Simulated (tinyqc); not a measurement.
Worked calculation: Hubbard chain of 2 sites. Computed by tinyqc, a small Python program that keeps every step. Settings: hopping = 1.97, U = 11.2, mixing = 1, iteration cap = 67. Command: `OMP_NUM_THREADS=1 python tinyqc.py 22840 22841 out.jsonl` (the two numbers bound the seeds that draw the settings). One thread of a shared host (Intel(R) Xeon(R) Processor @ 2.60GHz), about 0.1 s of CPU time with the checks. Later iterations appear only in the table of the cycle.

## Mean-field iteration 1

one-body matrix (hopping and site energies) (eV), order 1, 2:
```
[[0.000000, -1.970000],
 [-1.970000, 0.000000]]
```

U = 11.200000 eV

electrons, up and down: [1, 1]

mixing = 1

n(up) at the start (a guess, not normalised): [0.500000, 0.500000]

n(down) at the start (a guess): [0.500000, 0.500000]

H(up) = T + U n(down), H(down) = T + U n(up); fill the lowest levels; n(new) = n + mixing (n(out) - n); E = tr T (rho up + rho down) + U sum n_up n_down of the output.

levels, up (eV): [3.630000, 7.570000]

levels, down (eV): [3.630000, 7.570000]

energy = 1.660000 eV

n(up) after iteration 1: [0.500000, 0.500000]

n(down) after iteration 1: [0.500000, 0.500000]

## Convergence

Each step fills the lowest levels of T + U n(other spin) and sets n(new) = n + mixing (n(out) - n); stop when output and input agree to 1e-8.

Course of the cycle:
```
iteration      E (eV)  largest |n(out) - n(in)|  mean |n_up - n_down|
1          1.66000000                  1.11e-16              0.000000
```

local moments n_up - n_down: [0.000000, 0.000000]

Converged in 1 iterations. But random starts reach -0.69302 eV, so this is another stationary point, not the lowest one. Reruns (cap 100 unless said): mixing 0.2: converged in 1 to a higher stationary point (E = 1.66000); mixing 0.5: converged in 1 to a higher stationary point (E = 1.66000); mixing 0.9: converged in 1 to a higher stationary point (E = 1.66000). Before convergence this energy mixes input and output and is not variational, so it may rise towards its limit.

## The many-body Hamiltonian

Basis: all placements (u, d, 2, 0 on each site), up operators ordered before down ones; hops carry the sign of the same-spin electrons passed.

H (eV), order 20, ud, du, 02:
```
[[11.200000, -1.970000, -1.970000, 0.000000],
 [-1.970000, 0.000000, 0.000000, -1.970000],
 [-1.970000, 0.000000, 0.000000, -1.970000],
 [0.000000, -1.970000, -1.970000, 11.200000]]
```

## Exact diagonalisation (4 states)

Lowest levels of the sector, and the double occupancy of the lowest state.

lowest levels (eV): [-1.247160, 0.000000, 11.200000, 12.447160]

double occupancy per site = 0.045536

The mean-field solution above lies 2.9072 eV above the exact energy.
